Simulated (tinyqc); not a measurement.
The trial energy against the axis ratio: donor in an ellipsoidal valley (Kohn-Luttinger variational method). Computed by tinyqc, a small Python program. Command: `OMP_NUM_THREADS=1 python tinyqc.py 3008758 3008759 out.jsonl kohnlutt sweep`. One thread of a shared host (Intel(R) Xeon(R) Processor @ 2.30GHz), about 0.06 s of CPU time with the checks.

H = -(d^2/dx^2 + d^2/dy^2) - gamma d^2/dz^2 - 2/r in units built on m_t, with gamma = m_t/m_l and z along the valley axis. One valley; no valley-orbit or central-cell term.

Inputs (values chosen for the exercise, for a model semiconductor): transverse mass m_t = 0.0489 m_0; longitudinal mass m_l = 0.261 m_0; dielectric constant eps = 9.1.

Constants: Ry = 13.605693123 eV; a_0 = 0.529177210903 angstrom.

Method. Ry* = Ry m_t/eps^2, a* = a_0 eps/m_t, gamma = m_t/m_l. Trial function exp(-sqrt((x^2 + y^2)/a^2 + z^2/b^2)) with beta = b/a < 1: E = t/a^2 - u/a, t = (2 + gamma/beta^2)/3, u = 2 arcsin(sqrt(1 - beta^2))/sqrt(1 - beta^2); the best a is 2 t/u and E(beta) = -u^2/(4 t).

One run for each value:
```
trial ratio b/a,E(beta) (Ry*),best a (a*),t,u
0.15,-0.5994,2.3964,3.4423,2.8730
0.25,-1.1125,1.2237,1.6659,2.7227
0.36,-1.4465,0.8911,1.1486,2.5779
0.46,-1.5749,0.7815,0.9618,2.4615
0.56,-1.6042,0.7346,0.8658,2.3571
0.67,-1.5761,0.7150,0.8058,2.2539
0.77,-1.5235,0.7119,0.7720,2.1690
0.88,-1.4530,0.7172,0.7473,2.0840
0.98,-1.3851,0.7268,0.7317,2.0134
```

Over the rows, E(beta) (Ry*) goes from -0.599 through a minimum among these rows, -1.60 at 0.560, to -1.39; best a (a*) goes from 2.40 through a minimum among these rows, 0.712 at 0.770, to 0.727; t falls from 3.44 to 0.732 (exponent d ln y / d ln x -1.4 between the first rows and -0.20 between the last). Flattening raises the kinetic term t through gamma/beta^2 and the attraction u through a smaller mean distance; the minimum balances the two.

Extremes, crossings and ranges named in words are read from the listed rows.
